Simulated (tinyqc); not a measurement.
## Series resistance and length offset from two lengths at two overdrives

Question. In strong inversion R W = Rsd + k(x)(L - dL), k(x) = (1 + th1 x)/(mu0 Cox x), x the overdrive, Cox = eps0 eox/tox, with Rsd and dL independent of x. Find dL, Rsd, mu0 and th1.

Inputs (values chosen for the exercise): relative permittivity of the gate insulator (close to aluminium oxide) eox = 9.13; insulator thickness tox = 3.3 nm.

Constants: eps0 = 8.8541878128e-14 F/cm where lengths are in cm. Results are converted to the units shown.

total resistance times width (ohm um):
```
	L = 0.051 um	L = 0.54 um
overdrive 0.4 V	234.202373	2109.20124
overdrive 1.21 V	148.805080	830.681768
```

Solution. At each overdrive R W is a straight line in L; the two lines cross at L = dL, R W = Rsd. Their slopes give k x = (1 + th1 x)/(mu0 Cox), a straight line in x.

dL = 0.01600 um
Rsd = 100.0 ohm um
mu0 = 280.0 cm^2/(V s)
th1 = 0.1300 1/V

tinyqc, about 0.01 s, one thread, Intel Xeon 2.30GHz (shared host): `OMP_NUM_THREADS=1 python tinyqc.py 2210147 2210148 out.jsonl`
